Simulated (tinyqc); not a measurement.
Rapid thermal processing of a wafer: radiative balance, ramp and cooling, pattern effects, pyrometer error and spike budget: one step, computed by the program tinyqc.

The wafer is opaque and uniform through its thickness unless said otherwise; temperatures in formulas are in kelvin (C + 273.15). sigma = 5.670374419e-12 W/(cm^2 K^4).

Task: Power to hold and to ramp. Effective emissivity between parallel grey plates: eps_eff = 1/(1/eps + 1/(1 - r) - 1). Loss per area q(T) = 2 eps_eff sigma (T^4 - T_w^4) + h (T - T_w). Absorbed power during a ramp = q(T) + C d x ramp rate; thermal time constant tau = C d/(dq/dT), dq/dT = 8 eps_eff sigma T^3 + h; natural cooling rate q/(C d); front-to-back difference under one-sided heating at the end of the ramp = (absorbed power) d/(2 k).

Inputs (values chosen for the exercise, modelled on a hot silicon wafer):

| quantity | value | unit |
|---|---|---|
| wafer thickness d | 775 | micrometre |
| heat capacity per volume C | 2.05 | J/(cm^3 K) |
| thermal conductivity k | 0.25 | W/(cm K) |
| emissivity eps of each face | 0.6 | - |
| reflectivity of the chamber walls r | 0.25 | - |
| gas heat-transfer coefficient h, both faces together | 2.7 | mW/(cm^2 K) |
| wall temperature T_w | 300 | K |
| process temperature | 681 | C |
| ramp rate | 320 | K/s |

Give: eps_eff; holding power q; power at the end of the ramp; dq/dT; time constant tau; natural cooling rate; front-to-back difference.

Result:

eps_eff = 0.5

holding power q = 6.420 W/cm^2

power at the end of the ramp = 57.26 W/cm^2

dq/dT = 22.40 mW/(cm^2 K)

time constant tau = 7.092 s

natural cooling rate = 40.41 K/s

front-to-back difference = 8.875 K

Radiation carries 72 % of the loss. The ramp needs 8.9 times the holding power.
